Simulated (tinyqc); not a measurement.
# Abrupt p-n junction, non-linear Poisson equation by Newton steps, step by step

Program tinyqc, `OMP_NUM_THREADS=1 python tinyqc.py 2000068 2000069 out.jsonl`; Intel Xeon 2.30GHz, shared host, one thread, about 0.02 s. Printed values are rounded; ~0 in a residual or rate marks an entry under 1e-11 of the largest of its column.

One dimension, p side on the left, n side on the right; net doping C = -Na for x < 0 and +Nd for x > 0. The potential psi is counted from the intrinsic level, and the quasi-Fermi potentials are flat: 0 for holes and -V for electrons, so n = ni exp((psi + V)/Vt) and p = ni exp(-psi/Vt) (Boltzmann statistics, full ionisation, no current).

Parameters, values chosen for the exercise; band and dielectric values close to those of gallium phosphide:

| symbol | value | unit | meaning |
|---|---|---|---|
| T | 450 | K | temperature |
| Eg | 2.29 | eV | band gap |
| eps_r | 11 |  | relative permittivity |
| Nc | 3.31e19 | cm^-3 | conduction-band density of states at T |
| Nv | 3.56e19 | cm^-3 | valence-band density of states at T |
| Na | 5.2e15 | cm^-3 | acceptor density of the p side |
| Nd | 9.8e17 | cm^-3 | donor density of the n side |
| V | 0.35 | V | bias of the p side against the n side |

Constants: q = 1.602176634e-19 C, kB = 1.380649e-23 J/K, Vt = kB T/q, eps0 = 8.8541878128e-14 F/cm where lengths are in cm. Results are converted to the units shown.

Range of the model: Flat quasi-Fermi levels over the whole structure hold only for low forward bias and sides short against the diffusion lengths.

## Intrinsic density, end potentials and Debye lengths

ni = sqrt(Nc Nv) exp(-Eg/(2 Vt)), Eg in volts; psi_p = -Vt ln(Na/ni), psi_n = Vt ln(Nd/ni) - V; Debye length sqrt(eps0 eps_r Vt/(q N)).

ni = 5.15470e6 cm^-3
psi_p = -0.803946 V
psi_n = 0.657100 V
Debye length, p side = 67.3297 nm
Debye length, n side = 4.90450 nm

## Net doping on the mesh

x, node 0 to 15 (nm): -1350  -623  -287  -131  -58.5  -24.7  -9.01  -1.7  1.7  5.48  9.69  14.4  19.6  25.4  31.8  39

C = -Na for x < 0 and +Nd for x > 0, taken at the nodes.

net doping C, node 0 to 15 (cm^-3): -5.2e15  -5.2e15  -5.2e15  -5.2e15  -5.2e15  -5.2e15  -5.2e15  -5.2e15  9.8e17  9.8e17  9.8e17  9.8e17  9.8e17  9.8e17  9.8e17  9.8e17

## Couplings between neighbouring nodes

a_i = eps0 eps_r/h_i for the interval from node i to i + 1, with h_i = x_(i+1) - x_i in cm.

coupling a_i, interval 0 to 14 (F/cm^2): 1.33970e-8  2.89869e-8  6.24334e-8  1.34339e-7  2.88154e-7  6.20752e-7  1.33237e-6  2.86459e-6  2.57662e-6  2.31345e-6  2.06786e-6  1.87300e-6  1.67924e-6  1.52181e-6  1.35272e-6

## Starting potential

The parabolas of an abrupt Na-Nd junction in the depletion approximation: psi_p + q Na (x + xp)^2/(2 eps0 eps_r) for -xp < x < 0, psi_n - q Nd (xn - x)^2/(2 eps0 eps_r) for 0 < x < xn, flat outside, with W = sqrt(2 eps0 eps_r (psi_n - psi_p)(1/Na + 1/Nd)/q), xp = W Nd/(Na + Nd), xn = W Na/(Na + Nd), psi_p = -Vt ln(Na/ni), psi_n = Vt ln(Nd/ni) - V.

psi at the start, node 0 to 15 (V): -0.803946  -0.803946  -0.429403  0.069573  0.372323  0.528835  0.604808  0.640924  0.655536  0.657100  0.657100  0.657100  0.657100  0.657100  0.657100  0.657100

## Iteration 1: densities, residual and Jacobian diagonal

n_i = ni exp((psi_i + V)/Vt), p_i = ni exp(-psi_i/Vt), rho_i = p_i - n_i + C_i, g_i = (n_i + p_i)/Vt. Box widths w_i = (h_(i-1) + h_i)/2 in cm. Residual F_i = a_i (psi_(i+1) - psi_i) - a_(i-1) (psi_i - psi_(i-1)) + q rho_i w_i; Jacobian: a_(i-1) and a_i beside the diagonal, b_i = -a_(i-1) - a_i - q g_i w_i on it. The two end nodes are fixed.

```
node   n (cm^-3)   p (cm^-3)
0        42.4845      5.2e15
1        42.4845      5.2e15
2      6.65159e5  3.32130e11
3     2.57758e11   8.57081e5
4     6.33675e14     348.632
5     3.58688e16     6.15910
6     2.54441e17    0.868255
7     6.45747e17    0.342115
8     9.41255e17    0.234708
9         9.8e17    0.225428
10        9.8e17    0.225428
11        9.8e17    0.225428
12        9.8e17    0.225428
13        9.8e17    0.225428
14        9.8e17    0.225428
15        9.8e17    0.225428
```

```
node  residual F (C/cm^2)  diagonal b (F/cm^2)
1              1.08568e-8          -1.18429e-6
2            -1.97814e-10          -9.14541e-8
3            -4.71821e-13          -1.96785e-7
4            -5.39610e-10          -4.36409e-7
5             -1.42205e-8          -1.27562e-6
6             -4.68808e-8          -3.16207e-6
7             -6.21114e-8          -5.62568e-6
8             -3.55977e-8          -6.83734e-6
9             -4.03048e-9          -6.50765e-6
10                     ~0          -6.18717e-6
11                     ~0          -5.94715e-6
12                     ~0          -5.77921e-6
13                     ~0          -5.67096e-6
14                     ~0          -5.62788e-6
```

## Iteration 1: Newton step

Solve the tridiagonal system a_(i-1) d_(i-1) + b_i d_i + a_i d_(i+1) = -F_i for nodes 1 to 14, with d = 0 on fixed nodes. Each component d is damped to sign(d) Vt ln(1 + |d|/Vt) before it is added.

Newton step d, before damping, node 1 to 14 (V): 0.0086941  -0.0193362  -0.0291922  -0.0337719  -0.0356653  -0.0347053  -0.0305625  -0.0221963  -0.0111064  -0.0047785  -0.0018721  -0.0006688  -0.0002135  -0.0000577
psi after iteration 1, node 0 to 15 (V): -0.803946  -0.796102  -0.445091  0.047810  0.348032  0.503544  0.580021  0.618387  0.637985  0.647333  0.652594  0.655272  0.656437  0.656887  0.657042  0.657100

## Iteration 2: densities, residual and Jacobian diagonal

As before.

```
node   n (cm^-3)   p (cm^-3)
0        42.4845      5.2e15
1        52.0096  4.24767e15
2      4.43843e5  4.97743e11
3     1.47055e11   1.50230e6
4     3.38700e14     652.258
5     1.86843e16     11.8238
6     1.34272e17     1.64532
7     3.61128e17    0.611749
8     5.98612e17    0.369053
9     7.61810e17    0.289993
10    8.72486e17    0.253207
11    9.34866e17    0.236311
12    9.63385e17    0.229316
13    9.74633e17    0.226669
14    9.78543e17    0.225764
15        9.8e17    0.225428
```

```
node  residual F (C/cm^2)  diagonal b (F/cm^2)
1              1.95997e-9          -9.75163e-7
2             1.05683e-10          -9.14709e-8
3             3.93332e-11          -1.96780e-7
4            -2.36610e-10          -4.29931e-7
5             -6.80725e-9          -1.09993e-6
6             -2.20539e-8          -2.59110e-6
7             -2.64074e-8          -4.99595e-6
8             -1.01147e-8          -6.32911e-6
9              2.04690e-9          -6.14750e-6
10             1.05087e-9          -5.98905e-6
11            2.28145e-10          -5.85475e-6
12            3.74935e-11          -5.74145e-6
13            4.87669e-12          -5.65744e-6
14            5.31607e-13          -5.62378e-6
```

## Iteration 2: Newton step

As before.

Newton step d, before damping, node 1 to 14 (V): 0.0016377  -0.0125195  -0.0207953  -0.0249354  -0.0266880  -0.0247481  -0.0191421  -0.0126552  -0.0058788  -0.0024116  -0.0009158  -0.0003221  -0.0001022  -0.0000276
psi after iteration 2, node 0 to 15 (V): -0.803946  -0.794498  -0.455941  0.031160  0.328777  0.483237  0.560881  0.602829  0.627033  0.641860  0.650254  0.654366  0.656116  0.656785  0.657015  0.657100

## Course of the Newton iteration

Stop when the largest undamped |d| is below 1e-9 V, or after 80 iterations.

Course of the iteration:
```
iteration  largest |F| (C/cm^2)  largest |d| (V)  at node
1                       6.21e-8           0.0357        5
2                       2.64e-8           0.0267        5
3                       8.37e-9           0.0129        5
4                       1.72e-9          2.83e-3        5
5                      7.57e-11          1.36e-4        5
6                      1.36e-13          3.08e-7        5
7                      8.87e-19         1.51e-12        5
```

Converged in 7 iterations. Once the step is below 0.1 Vt, 3 more iteration(s) reach the threshold: near the solution the error is roughly squared each time.

## Converged densities, field and charge

converged psi, node 0 to 15 (V): -0.803946  -0.794565  -0.461971  0.020669  0.315829  0.469237  0.548698  0.594716  0.622150  0.639656  0.649332  0.654008  0.655989  0.656744  0.657004  0.657100

n and p as above; field E_i = -(psi_(i+1) - psi_i)/h_i on each interval; charge on either side of the peak Q = eps0 eps_r |E|max (Gauss).

```
node   n (cm^-3)   p (cm^-3)
0        42.4845      5.2e15
1        54.1123  4.08261e15
2      2.87197e5  7.69226e11
3     7.30325e10   3.02495e6
4     1.47624e14     1496.50
5     7.71362e15     28.6402
6     5.98649e16     3.69030
7     1.96135e17     1.12637
8     3.97926e17    0.555178
9     6.24979e17    0.353483
10    8.02093e17    0.275429
11    9.04902e17    0.244136
12    9.52312e17    0.231982
13    9.71054e17    0.227505
14    9.77571e17    0.225988
15        9.8e17    0.225428
```

field E, interval 0 to 14 (kV/cm): -0.1290  -9.8986  -30.9385  -40.7116  -45.3872  -50.6438  -62.9525  -80.6882  -46.3133  -22.9819  -9.9293  -3.8081  -1.3030  -0.4053  -0.1336
peak |E| = 80.6882 kV/cm
charge Q = 78.5871 nC/cm^2

## Check against the exact first integral and the depletion approximation

ni = sqrt(Nc Nv) exp(-Eg/(2 Vt)), Eg in volts. Exact first integral for an abrupt junction with thick neutral sides: psi_p = -Vt ln(Na/ni), psi_n = Vt ln(Nd/ni) - V, psi_j = (Nd psi_n + Na psi_p - Vt (Nd - Na))/(Na + Nd) at the junction, n_j = ni exp((psi_j + V)/Vt), p_j = ni exp(-psi_j/Vt), and E_j^2 = (2 q/(eps0 eps_r)) [Nd (psi_n - psi_j - Vt) + Vt (n_j + p_j)] (minority densities of the neutral sides neglected). Depletion approximation: Vbi = Vt ln(Na Nd/ni^2), W = sqrt(2 eps0 eps_r (Vbi - V)(1/Na + 1/Nd)/q), xp = W Nd/(Na + Nd), xn = W Na/(Na + Nd), peak field 2 (Vbi - V)/W, capacitance eps0 eps_r/W.

psi_j = 0.611020 V
exact field at the junction = 78.5142 kV/cm
Vbi = 1.81105 V
W = 586.017 nm
peak field in the depletion approximation = 49.8636 kV/cm

The depletion approximation gives a peak field 36 % below the exact one, since carriers spilling over from the heavily doped side add charge next to the junction. The 16-node mesh above gave 80.69 kV/cm on the interval that holds the junction, 2.8 % above the exact value.
